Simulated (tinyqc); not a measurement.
Coherent transport through a tight-binding region between two chains, step by step. Computed by tinyqc, a small Python program that keeps every step. Settings: temperature = 77, mu = -0.26. Command: `OMP_NUM_THREADS=1 python tinyqc.py 29009 29010 out.jsonl` (the two numbers bound the seeds that draw the settings). One thread of a shared host (Intel(R) Xeon(R) Processor @ 2.60GHz), about 0.07 s of CPU time with the checks.

## Transmission at E = -0.34 eV

H of the central region (eV):
$$\begin{pmatrix}
0.000000 & -0.890000 & 0.000000 & 0.000000 \\
-0.890000 & 0.000000 & -0.970000 & 0.000000 \\
0.000000 & -0.970000 & 0.000000 & -0.890000 \\
0.000000 & 0.000000 & -0.890000 & 0.000000
\end{pmatrix}$$

Leads: semi-infinite chains with site energy 0:
```
parameter                           value
lead hopping t (eV)              2.290000
coupling to the left lead (eV)   0.500000
coupling to the right lead (eV)  0.980000
left contact site                       1
right contact site                      4
```

E = -0.340000 eV

Surface Green function g = (E - i sqrt(4 t^2 - E^2)) / (2 t^2); self-energy tc^2 g on each contact site; G = (E - H - Sigma)^(-1); Gamma = -2 Im Sigma; T = Gamma_L Gamma_R |G_LR|^2; local density of states -Im G_ii / pi.

g = -0.032417-0.435476i 1/eV

G (1/eV):
$$\begin{pmatrix}
0.468065-1.172596i & 1.154707-0.494536i & -0.024719+0.902544i & -1.267944+0.883781i \\
1.154707-0.494536i & 0.370115-0.325670i & 0.101185+0.339597i & -0.364729+0.484678i \\
-0.024719+0.902544i & 0.101185+0.339597i & 0.058148-0.709074i & 1.035529-0.641005i \\
-1.267944+0.883781i & -0.364729+0.484678i & 1.035529-0.641005i & 0.793109-0.773123i
\end{pmatrix}$$

local density of states (1/eV): [0.373249, 0.103664, 0.225705, 0.246093]

transmission = 0.435063

## Transmission across the band

The same steps on a grid of energies.

T(E):
```
E (eV)              T
-4.35100000  1.40e-07
-3.91590000  9.62e-07
-3.48080000  4.30e-06
-3.04570000  0.000019
-2.61060000  0.000105
-2.17550000  0.000875
-1.74040000  0.024747
-1.30530000  0.156637
-0.87020000  0.181688
-0.43510000  0.581588
0.00000000   0.240484
0.43510000   0.581588
0.87020000   0.181688
1.30530000   0.156637
1.74040000   0.024747
2.17550000   0.000875
2.61060000   0.000105
3.04570000   0.000019
3.48080000   4.30e-06
3.91590000   9.62e-07
4.35100000   1.40e-07
```

levels of the isolated region (eV): [-1.498570, -0.528570, 0.528570, 1.498570]

## Current

I = (2e/h) int T(E) [f(E - mu - V/2) - f(E - mu + V/2)] dE at 77 K with mu = -0.26 eV, the bias not changing H; 2e^2/h = 77.48092 microsiemens; the integral runs over the band on 4001 points.

Current:
```
V (volt)  I (microampere)
0.010000         0.265930
0.050000         1.331780
0.100000         2.676812
0.200000         5.457803
0.400000        11.650822
0.800000        24.727680
```
